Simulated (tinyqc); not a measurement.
From results to parameters: Luttinger model of the valence bands. Computed by the program tinyqc.

Problem. In the four-band Luttinger model 1/m = g1 -/+ 2 g2 along [100] and g1 -/+ 2 g3 along [111]. Find g1, g2, g3 and the light hole mass along [111].

heavy and light hole masses along [100] (electron masses): 0.078431  0.047281
heavy hole mass along [111] = 0.192678 electron masses

Solution. The mean of the two inverse masses along [100] is g1 and a quarter of their difference is g2; g3 = (g1 - 1/m_hh[111])/2.

g1, g2, g3: 16.950  2.100  5.880
light hole mass along [111] = 0.0348 electron masses
